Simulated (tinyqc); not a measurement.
# From one set of inputs to another, one input at a time

Model: surface photovoltage measurement of the minority-carrier diffusion length in a wafer. Computed by tinyqc, a small Python program. Command: `OMP_NUM_THREADS=1 python tinyqc.py 3130240 3130241 out.jsonl spv ladder`. One thread of a shared host (Intel(R) Xeon(R) Processor @ 2.30GHz), about 0.04 s of CPU time with the checks.

Low injection, steady light, a depletion layer much thinner than 1/alpha and L. The excess density dn is taken at the front edge of the neutral region; light that reaches the back is lost.

The inputs printed are set A. Inputs not listed in the table keep their values of set A, so the rows need not describe a real material.

Inputs (values chosen for the exercise, modelled on p-type silicon at room temperature):
```
quantity                                              value               unit
diffusion length L                                      720         micrometre
wafer thickness W                                       775         micrometre
diffusivity D                                          33.6             cm^2/s
front recombination velocity S_f                       7400               cm/s
back recombination velocity S_b                         840               cm/s
photon flux entering                                4.6e+13         1/(cm^2 s)
minority density at the surface barrier scale n_0   1.5e+09             1/cm^3
temperature T                                           298                  K
wavelength                                              932                 nm
diffusion length after pair splitting over L           0.86                  -
iron factor C                                      1.09e+16  micrometre^2/cm^3
```

normal deviates g for the noise: -0.62  -0.72  -0.87  -1.23  -0.93  -0.44  0.59

Constants: k_B = 8.617333262e-05 eV/K.

Method:
- alpha = (84.732/lambda - 76.417)^2 per cm with lambda in micrometre (an empirical fit for silicon between 0.7 and 1.05 micrometre).
- Thick wafer: dn = Phi L/((S_f + D/L)(L + 1/alpha)). Finite wafer, with s = S_b L/D, w = W/L, a = alpha L: dn = [Phi a/(a^2 - 1)] [a - B - exp(-alpha W)(a - s)/(cosh w + s sinh w)]/(S_f + B D/L), B = (sinh w + s cosh w)/(cosh w + s sinh w).
- Photovoltage V = (k_B T/e) ln(1 + dn/n_0). Lifetime = L^2/D.
- Readings y = (Phi/dn) (1 + noise x g) at 780, 830, 880, 920, 950, 975 and 995 nm; a least-squares line y = c (1/alpha + L_app) gives L_app = intercept/slope.
- Splitting iron-boron pairs in boron-doped silicon shortens L; with nothing else changing, [Fe] = C (1/L_after^2 - 1/L^2). It is evaluated with the true lengths and with the apparent ones (without noise), which differ when the wafer is not thick against L.

Each row keeps all changes above it:
```
input moved                                 from       to  dn, finite wafer (1/cm^3)  photovoltage V (mV)  [Fe] from the apparent lengths (1/cm^3)
set A                                          -        -                 5.4362e+09               39.323                               6.1953e+09
diffusion length L (micrometre)              720       37                 1.2210e+09               15.293                               2.8033e+12
photon flux entering (1/(cm^2 s))        4.6e+13  7.9e+13                 2.0969e+09               22.459                               2.8033e+12
wavelength (nm)                              932      959                 1.6548e+09               19.092                               2.8033e+12
diffusivity D (cm^2/s)                      33.6     30.3                 1.7495e+09               19.851                               2.8033e+12
wafer thickness W (micrometre)               775      300                 1.7495e+09               19.852                               2.8036e+12
back recombination velocity S_b (cm/s)       840    13000                 1.7495e+09               19.851                               2.8023e+12
front recombination velocity S_f (cm/s)     7400      760                 3.0476e+09               28.482                               2.8023e+12
```

dn, finite wafer goes from 5.44e9 to 3.05e9, a factor 0.561 in all. The largest single move comes from diffusion length L (a factor 0.225), and front recombination velocity S_f works against it (a factor 1.74). Photovoltage V goes from 39.3 to 28.5, a factor 0.724 in all. The largest single move comes from diffusion length L (a factor 0.389), and photon flux entering works against it (a factor 1.47). [Fe] from the apparent lengths goes from 6.20e9 to 2.80e12, a factor 452 in all. The largest single move comes from diffusion length L (a factor 452). The single moves hold for this order of the switches; the total does not depend on the order.

Caution (all rows): dn is not small against n_0, so V is not linear in the flux; the constant-flux reading then needs dn, not V.

Extremes, crossings and ranges named in words are read from the listed rows.
